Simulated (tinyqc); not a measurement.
Size of the basis: round or elliptic silicon nanowire with anisotropic valleys (Ritz method).

Wire along x = [100] on a (001) wafer, y = [010], z = [001]. Valley groups, two valleys each (w = inverse masses): A, axis along z: w_y = 1/mt, w_z = 1/ml, m_x = mt; B, axis along y: w_y = 1/ml, w_z = 1/mt, m_x = mt; C, axis along x: w_y = w_z = 1/mt, m_x = ml.

Hard wall on the ellipse (y/a)^2 + (z/b)^2 = 1, c = hbar^2/2m0. With u = y/a, v = z/b the operator is -c [(w_y/a^2) d2/du2 + (w_z/b^2) d2/dv2] on the unit disc. Basis (1 - u^2 - v^2) u^i v^j; S, X and Y are the disc integrals of f f', (df/du)(df'/du) and (df/dv)(df'/dv), from the integral of u^p v^q = 2 Gamma((p+1)/2) Gamma((q+1)/2)/((p + q + 2) Gamma((p+q+2)/2)) for even p, q; H = c (w_y X/a^2 + w_z Y/b^2).

Constants: hbar^2/2m0 = 3.80998211 eV angstrom^2.

Values chosen for the exercise (near those of a Si nanowire; not measured data):
```
symbol  value  unit      meaning
ml      0.902  m0        longitudinal mass
mt      0.192  m0        transverse mass
a       14     angstrom  semi-axis along y
b       34     angstrom  semi-axis along z
```

Lowest level of each group with 1, 3, 6 and 21 even functions.

Levels (meV):
```
functions,A,B,C
1,314.69,116.15,355.23
3,286.48,111.93,335.44
6,283.53,111.91,335.00
21,283.32,111.91,335.00
```

One function errs by 11.1 % for A, 3.8 % for B and 6.0 % for C, six by 0.21, 2.1e-05 and 0.0037 meV. The error grows with the axis ratio of the stretched ellipse (5.26, 1.12, 2.43); for a circle it is 6/5.783 - 1 = 3.7 %.

Run: tinyqc, `OMP_NUM_THREADS=1 python tinyqc.py 1280788 1280789 out.jsonl`; Intel(R) Xeon(R) Processor @ 2.30GHz, one thread, shared host; about 0.02 s of CPU time with all checks.
